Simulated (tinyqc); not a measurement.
MOSFET in the linear regime without short-channel effects, parameter extraction from computed curves: one step of the calculation.

Inversion charge Q = Cox n Vt W0(exp((Vg - VT)/(n Vt))), W0 the Lambert function and n = nf; u = Q/Cox; mobility mu = mu0/(1 + th1 u + th2 u^2); channel resistance Rch = (L - dL)/(W mu Q); Id = Vd/(Rch + Rsd/W). Cox = eps0 eox/tox. Small Vd, no channel-length or drain effects.

Task. Transfer curve. u, mu, Rch and Id as defined.

Inputs (values chosen for the exercise); channel values of the order met in silicon transistors: temperature T = 77 K; relative permittivity of the gate insulator (close to silicon dioxide) eox = 3.9; insulator thickness tox = 1 nm; low-field mobility mu0 = 94 cm^2/(V s); first mobility attenuation factor th1 = 0.7 1/V; second mobility attenuation factor th2 = 0 1/V^2; threshold voltage VT = 0.38 V; body factor nf = 1.46; gate width W = 10 um; drawn gate length L = 0.62 um; drawn less effective length dL = 0.015 um; source plus drain resistance Rsd = 250 ohm um; drain voltage Vd = 0.01 V.

Constants: q = 1.602176634e-19 C, kB = 1.380649e-23 J/K, Vt = kB T/q, eps0 = 8.8541878128e-14 F/cm where lengths are in cm. Results are converted to the units shown.

Vg, point 0 to 10 (V): 0.14  0.26  0.38  0.5  0.62  0.74  0.86  0.98  1.1  1.22  1.34

Give: u; mu; Rch; Id.

Result.

```
point       u (V)  mu (cm^2/(V s))  Rch (ohm)     Id (uA)
0      1.6867e-13           94.000  1.1050e15  9.0495e-12
1       4.0423e-8           94.000   4.6109e9   2.1688e-6
2       0.0054943           93.640      34054     0.29343
3        0.097619           87.987     2039.8      4.8431
4         0.21019           81.943     1017.2      9.5949
5         0.32594           76.537     702.31      13.749
6         0.44297           71.751     551.24      17.354
7         0.56068           67.505     462.90      20.496
8         0.67883           63.721     405.04      23.254
9         0.79727           60.330     364.25      25.690
10        0.91593           57.277     333.96      27.858
```

Computed by the program tinyqc: `OMP_NUM_THREADS=1 python tinyqc.py 2210032 2210033 out.jsonl`, one thread of a shared Intel Xeon 2.30GHz, about 0.01 s for the whole run.
